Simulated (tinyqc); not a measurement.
What each parameter does: delta-doped layer in the Thomas-Fermi potential.

All donors ionised in the plane z = 0, zero temperature, energies from the Fermi level EF of the Thomas-Fermi model, which lies at the bulk band edge; c = hbar^2/2m0, q = e^2/(4 pi eps0). gv = 4 equivalent valleys, m_d = sqrt(m3^3/mz) in the plane. With n = (gv/3 pi^2)(m3 (-V)/c)^(3/2) and V'' = -(4 pi q/eps) n for z > 0, the solution is V = -b/(|z| + z0)^4 with sqrt(b) = 20/K, K = (4 pi q/eps)(gv/3 pi^2)(m3/c)^(3/2), and z0^5 = 4b/(e F0), e F0 = 2 pi q N/eps; 1e13/cm^2 = 1e-3/angstrom^2. Exchange and correlation are left out.

Subbands solve -(c/m_z) psi'' + V psi = E psi on 1280 points of spacing z0/80; up to ten levels for each group, kept if bound with an rms width below 2.5 z0.

Constants: hbar^2/2m0 = 3.80998211 eV angstrom^2; e^2/(4 pi eps0) = 14.39964547 eV angstrom.

Inputs chosen for the exercise (near those of a delta-doped layer in Ge; not measured data): m3 = 0.221 m0 (density-of-states mass of a valley); mz = 0.121 m0 (mass along z); eps = 15.8 (dielectric constant); N = 2 x 1e13/cm^2 (donor sheet density).

z0, depth, lowest level and its rms width.

Results for these values:

| case | z0 (angstrom) | depth (eV) | lowest (eV) | rms z (angstrom) |
|---|---|---|---|---|
| base | 49.56 | 0.1419 | -0.0433 | 23.42 |

What happens to each result for m3 = 0.254 m0, all else kept?

Answer: z0 falls from 49.56 to 45.59; depth falls from 0.1419 to 0.1305; lowest rises from -0.0433 to -0.0359; rms z rises from 23.42 to 24.98.

The same for each parameter in turn:

| case | z0 (angstrom) | depth (eV) | lowest (eV) | rms z (angstrom) |
|---|---|---|---|---|
| base | 49.56 | 0.1419 | -0.0433 | 23.42 |
| N = 1.2 x 1e13/cm^2 | 54.89 | 0.0943 | -0.0265 | 29.25 |
| eps = 14.2 | 46.49 | 0.1481 | -0.0437 | 23.09 |
| m3 = 0.254 m0 | 45.59 | 0.1305 | -0.0359 | 24.98 |
| mz = 0.103 m0 | 49.56 | 0.1419 | -0.0406 | 25.74 |

(tinyqc, `OMP_NUM_THREADS=1 python tinyqc.py 1252007 1252008 out.jsonl`, Intel(R) Xeon(R) Processor @ 2.30GHz, 1 thread, shared host, about 0.1 s.)
